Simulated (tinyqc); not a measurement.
Floating body of a partially depleted SOI transistor: body voltage and kink: two steps of the calculation.

Source at 0 V. Channel current Ic = 2 nf K Vt^2 [F(0) - F(Vd)](1 + la Vd), F(V) = ln^2(1 + exp((Vg - VT - nf V)/(2 nf Vt))), VT = VT0 - gb Vb. Saturation voltage Vs = 2 Vt sqrt(F(0)) + 3 Vt, excess Ve = (Vd - Vs + sqrt((Vd - Vs)^2 + 0.0004 V^2))/2, multiplication M1 = Ai Ve exp(-Bl/Ve). Each junction passes D(v) = J1 (exp(v/Vt) - 1) + J2 (exp(v/(2 Vt)) - 1). Bipolar current Ib = bb J1 (exp(Vb/Vt) - 1). The body settles where M1 (Ic + Ib) = D(Vb) + D(Vb - Vd) + Vb/Rb; drain current Id = (1 + M1)(Ic + Ib) - D(Vb - Vd).

Parameters, values chosen for the exercise; values of the order met in partially depleted silicon-on-insulator transistors:
- T = 358 K (temperature)
- VT0 = 0.35 V (threshold at zero body voltage)
- gb = 0.12 (fall of the threshold per volt of body voltage)
- nf = 1.4 (slope factor)
- K = 110 uA/(V^2 um) (gain factor per width)
- la = 0.07 1/V (channel-length modulation factor)
- Ai = 3.62 1/V (impact-ionisation prefactor)
- Bl = 7.7 V (impact-ionisation voltage)
- J1 = 2.7e-10 uA/um (diffusion saturation current of each junction)
- J2 = 1.5e-7 uA/um (recombination saturation current of each junction)
- bb = 3 (gain of the lateral bipolar transistor on the diffusion current)
- Rb = 1e9 kohm um (resistance of a weak body tie to the source (1e9 stands for no tie, and the term is then dropped))
- Vg = 0.31 V (gate voltage)
- Vd = 2.1 V (drain voltage)

Constants: q = 1.602176634e-19 C, kB = 1.380649e-23 J/K, Vt = kB T/q. Results are converted to the units shown.

Problem 1. New Vb. Current into the body I_in = M1 (Ic + Ib) - D(Vb - Vd), current out I_out = D(Vb) + Vb/Rb; f = ln(I_in/I_out), s = df/dVb by central differences over 1e-5 V, Vb(new) = Vb - f/s.

Vb at the start = 0.69 V

Give: Ic; Ve; M1; I_in; I_out; f; s; Vb after iteration 1.

Solution 1.

Ic = 0.31718 uA/um
Ve = 1.9476 V
M1 = 0.13526
I_in = 0.60938 uA/um
I_out = 1.4068 uA/um
f = -0.83666
s = -2.1681 1/V
Vb after iteration 1 = 0.30410 V

Problem 2. Drain current with floating and with grounded body. Id and VT at the converged Vb, Id at Vb = 0, their ratio, and the bipolar share Ib/(Ic + Ib).

converged Vb = 0.59189605 V

Find: VT; Id, floating; Id, grounded; ratio; bipolar share.

Solution 2.

VT = 0.2790 V
Id, floating = 0.5000 uA/um
Id, grounded = 0.09181 uA/um
ratio = 5.446
bipolar share = 39.60 %

The body rises to 0.592 V and lowers the threshold by 71.0 mV.

Range of the model: The multiplication law is an empirical form chosen for the exercise; self-heating and capacitive coupling to the body are left out, and the linear laws are rough once Vb passes about 0.7 V or M1 about 0.1.

Computed by the program tinyqc: `OMP_NUM_THREADS=1 python tinyqc.py 2182046 2182047 out.jsonl`, one thread of a shared Intel Xeon 2.30GHz, about 0.2 s for the whole run.
